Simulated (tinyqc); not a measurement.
Harmonic frequencies on the RHF/3-21g surface (energies and gradients from PySCF), for H2, spin multiplicity 1, step by step. One step of it, computed by the program tinyqc.

Problem. One row of the Hessian: 2Hz. Displace 2Hz by +/-0.01 bohr; H(k, :) = (g(+) - g(-)) / (2 delta).

optimised positions (bohr):
```
           x         y         z
1H  0.000000  0.000000  0.087079
2H  0.000000  0.000000  1.475724
```

gradient at +delta (hartree/bohr):
```
             x           y            z
1H  0.00000000  0.00000000  -0.00407980
2H  0.00000000  0.00000000   0.00407980
```

gradient at -delta (hartree/bohr):
```
             x           y            z
1H  0.00000000  0.00000000   0.00419286
2H  0.00000000  0.00000000  -0.00419286
```

Give: row of the Hessian.

Solution.

row of the Hessian (hartree/bohr^2): 1Hx 0.000000, 1Hy 0.000000, 1Hz -0.413633, 2Hx 0.000000, 2Hy 0.000000, 2Hz 0.413633
